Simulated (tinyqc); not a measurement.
Worked calculation: extended Hueckel theory, for H3+. The parameters take no account of the charge, which enters only through the electron count. One step of it, computed by the program tinyqc.

Problem. Mulliken analysis. P = C n C^T; charge = valence electrons (H 1) minus the sum of (P S)_ii on the atom; overlap population = 2 sum P_ij S_ij between two atoms.

coefficients:
```
            MO1        MO2        MO3
1H 1s  0.492843  -0.000139   1.170961
2H 1s  0.400642   0.785020  -0.719872
3H 1s  0.400734  -0.784670  -0.720400
```

occupations: 2.000000  0.000000  0.000000

overlap S:
```
          1H 1s     2H 1s     3H 1s
1H 1s  1.000000  0.475342  0.475521
2H 1s  0.475342  1.000000  0.188288
3H 1s  0.475521  0.188288  1.000000
```

Give: charges; Overlap populations.

Solution.

charges: 1H 0.1387, 2H 0.4308, 3H 0.4305

Overlap populations:
```
pair     value
2-1   0.375432
3-1   0.375659
3-2   0.120919
```
